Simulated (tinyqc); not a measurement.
Gated graphene, quantum capacitance: one step of the calculation.

phi is the Fermi level above the Dirac point, in volts; Vg is counted from the gate voltage of charge neutrality. Ideal linear bands, no charge puddles.

Problem. New phi. N0 = (2/pi)(kB T/(hbar vF))^2; n = N0 F1(phi/Vt), p = N0 F1(-phi/Vt), F1(e) = int_0^infinity u du/(1 + exp(u - e)) = -Li2(-exp(e)); Cq = q d(n - p)/dphi = (q N0/Vt) ln[2 (1 + cosh(phi/Vt))]. Newton: f = phi + q (n - p + Dit phi)/Cox - Vg, phi(new) = phi - f/(1 + (Cq + q Dit)/Cox).

Parameters, values chosen for the exercise; values close to those of graphene:
- T = 300 K (temperature)
- vF = 1.03e6 m/s (Fermi velocity)
- Dit = 0 cm^-2 eV^-1 (density of traps)
- Vg = 0.8 V (gate voltage)

Constants: q = 1.602176634e-19 C, kB = 1.380649e-23 J/K, hbar = 1.054571817e-34 J s, Vt = kB T/q. Results are converted to the units shown.

phi after iteration 2 = 0.32797603 V
Cox = 2.2637207 uF/cm^2

Find: n; p; Cq; f; phi after iteration 3.

Solution.

n = 7.602e12 cm^-2
p = 2.862e5 cm^-2
Cq = 7.278 uF/cm^2
f = 0.06600 V
phi after iteration 3 = 0.3123 V

Program tinyqc, `OMP_NUM_THREADS=1 python tinyqc.py 2200121 2200122 out.jsonl`; Intel Xeon 2.30GHz, shared host, one thread, about 0.01 s.
